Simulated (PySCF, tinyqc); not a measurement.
Worked calculation (part 2 of 2): RHF in the sto-3g basis, for BeH+, spin multiplicity 1. The lowest restricted solution is unstable here: a spin-polarised one lies 0.0513 hartree lower (PySCF). Computed by tinyqc, a small Python program that keeps every step (integrals from PySCF). Command: `OMP_NUM_THREADS=1 python tinyqc.py 28097 28098 out.jsonl` (the two numbers bound the seeds that draw the settings). One thread of a shared host (Intel(R) Xeon(R) Processor @ 2.60GHz), about 0.07 s of CPU time with the checks.

Geometry (angstrom):
```
atom        x        y        z
Be    0.00000  0.00000  0.00000
H     0.00000  0.00000  2.29500
```

## Convergence

Stop when the energy changes by less than 1e-10 hartree and every element of the error matrix X^T (F D S - S D F) X is below 3e-06.

Course of the cycle:
```
iteration  E (hartree)     change  largest element of the error matrix
1          -14.3699070          -                             2.34e-01
2          -14.4315857  -6.17e-02                             1.28e-01
3          -14.4545371  -2.30e-02                             7.74e-02
4          -14.4690898  -1.46e-02                             7.50e-02
5          -14.4819193  -1.28e-02                             7.30e-02
6          -14.4938113  -1.19e-02                             7.00e-02
7          -14.5044178  -1.06e-02                             6.55e-02
8          -14.5133051  -8.89e-03                             5.94e-02
9          -14.5202514  -6.95e-03                             5.19e-02
10         -14.5253189  -5.07e-03                             4.39e-02
11         -14.5287901  -3.47e-03                             3.60e-02
12         -14.5310426  -2.25e-03                             2.88e-02
13         -14.5324410  -1.40e-03                             2.26e-02
14         -14.5332795  -8.38e-04                             1.74e-02
...                ...        ...                                  ...
30         -14.5344012  -5.84e-08                             1.44e-04
31         -14.5344012  -3.15e-08                             1.06e-04
32         -14.5344012  -1.70e-08                             7.79e-05
33         -14.5344012  -9.19e-09                             5.72e-05
34         -14.5344013  -4.96e-09                             4.21e-05
35         -14.5344013  -2.68e-09                             3.09e-05
36         -14.5344013  -1.45e-09                             2.27e-05
37         -14.5344013  -7.80e-10                             1.67e-05
38         -14.5344013  -4.21e-10                             1.23e-05
39         -14.5344013  -2.27e-10                             9.00e-06
40         -14.5344013  -1.23e-10                             6.61e-06
41         -14.5344013  -6.62e-11                             4.86e-06
42         -14.5344013  -3.57e-11                             3.57e-06
43         -14.5344013  -1.93e-11                             2.62e-06
```

PySCF RHF in the same basis = -14.5344013 hartree

Converged in 43 iterations.

## Populations, bond orders and dipole

D after iteration 43:
```
           1Be 1s    1Be 2s  1Be 2px  1Be 2py   1Be 2pz     2H 1s
1Be 1s    2.06813  -0.28086  0.00000  0.00000  -0.09216  -0.22485
1Be 2s   -0.28086   1.15039  0.00000  0.00000   0.30593   0.76471
1Be 2px   0.00000   0.00000  0.00000  0.00000   0.00000   0.00000
1Be 2py   0.00000   0.00000  0.00000  0.00000   0.00000   0.00000
1Be 2pz  -0.09216   0.30593  0.00000  0.00000   0.08151   0.20370
2H 1s    -0.22485   0.76471  0.00000  0.00000   0.20370   0.50906
```

overlap S:
```
          1Be 1s   1Be 2s  1Be 2px  1Be 2py  1Be 2pz    2H 1s
1Be 1s   1.00000  0.25952  0.00000  0.00000  0.00000  0.00776
1Be 2s   0.25952  1.00000  0.00000  0.00000  0.00000  0.16156
1Be 2px  0.00000  0.00000  1.00000  0.00000  0.00000  0.00000
1Be 2py  0.00000  0.00000  0.00000  1.00000  0.00000  0.00000
1Be 2pz  0.00000  0.00000  0.00000  0.00000  1.00000  0.22849
2H 1s    0.00776  0.16156  0.00000  0.00000  0.22849  1.00000
```

Mulliken: Z minus the diagonal of D S on the atom; Loewdin: the same with S^(1/2) D S^(1/2); Mayer order: 2 sum_s sum (D(s) S)_ij (D(s) S)_ji over the two atoms.

Charges (e):
```
atom  Mulliken  Loewdin
1Be    0.67741  0.68507
2H     0.32259  0.31493
```

Mayer bond orders:
```
pair    order
2-1   0.89593
```

dipole moment about the origin, x y z (debye): 0.00000  0.00000  0.93879
